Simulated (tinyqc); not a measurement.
Isotherms: adsorption as a lattice gas: isotherms with interactions, competition, desorption peaks and saturation dose. Computed by tinyqc, a small Python program. Command: `OMP_NUM_THREADS=1 python tinyqc.py 3008618 3008619 out.jsonl adsorb walk`. One thread of a shared host (Intel(R) Xeon(R) Processor @ 2.30GHz), about 0.2 s of CPU time with the checks.

One adsorbate per site; a molecule needs 2 empty sites. Gas and surface have the same temperature.

Inputs (values chosen for the exercise, for a model surface):
```
quantity,value,unit
desorption energy E,1.16,eV
prefactor nu,1.5e+14,1/s
pair energy w (positive repels),0.039,eV
neighbours z,4,-
site density N_s,7.7,1/nm^2
molecular mass M,20.3,u
sticking coefficient s0,0.012,-
temperature T,386,K
pressure p,2e-05,Pa
"blocking by a second gas, K_B p_B",0.61,-
```

Adsorption: dissociative (second order).

Constants: u = 1.6605390666e-27 kg; k_B = 1.380649e-23 J/K; k_B = 8.617333262e-05 eV/K.

Method. Flux F = p/sqrt(2 pi M k_B T); k_d = nu exp(-E/(k_B T)); 2 s0 F (1 - theta)^2 = N_s k_d theta^2, so y = sqrt(2 s0 F/(N_s k_d)), theta = y/(1 + y). With a second gas on the same sites theta = y/(1 + y + K_B p_B). With u = w/(k_B T). Mean field: theta/(1 - theta) = y exp(-z u theta). Quasi-chemical: theta/(1 - theta) = y [(r - 1 + 2 theta)(1 - theta)/((r + 1 - 2 theta) theta)]^(-z/2) exp(-z u/2), r = sqrt(1 - 4 theta (1 - theta)(1 - exp(-u))).

u = 1.17248

Coverage; the first column is ln y - z u/2:
```
ln y - z u/2,no interaction,mean field,quasi-chemical
-5.0,0.06568,0.05217,0.05626
-3.0,0.34185,0.18150,0.20412
-2.0,0.58539,0.27754,0.30346
-1.0,0.79330,0.38587,0.40303
-0.5,0.86353,0.44258,0.45174
0.0,0.91253,0.50000,0.50000
0.5,0.94506,0.55742,0.54826
1.0,0.96594,0.61413,0.59697
2.0,0.98719,0.72246,0.69654
3.0,0.99525,0.81850,0.79588
5.0,0.99935,0.94783,0.94374
```

What does the comparison show, and why?

At half coverage the slope d theta/d ln y is 1/4 without interaction, 1/(4 + z u) = 0.115 in mean field and 0.096 in the pair theory, 1/[4 + 2 z (exp(u/2) - 1)]. Repulsion spreads the filling over a wider range of pressure; the two theories differ by at most 0.026 in these rows. Caution: for z u near 4 or above (near 8 on the triangular lattice, z = 6) mean field itself predicts sublattice order near half coverage (the exact threshold is higher); both uniform formulas leave ordering out.
